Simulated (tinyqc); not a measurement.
From results to parameters: Hubbard dimer. Computed by the program tinyqc.

Problem. A two-site Hubbard model with two electrons has its ground state at (U - sqrt(U^2 + 16 t^2))/2, the triplet at 0 and the odd ionic singlet at U. Find t, U and the double occupancy per site.

singlet-triplet splitting = 0.810312 eV
gap from the ground state to the ionic odd singlet = 9.130312 eV

Solution. The difference of the two gaps is U and their product is 4 t^2; the double occupancy per site is (1 - U/sqrt(U^2 + 16 t^2))/4.

t, U (eV): 1.360  8.320
double occupancy per site = 0.041
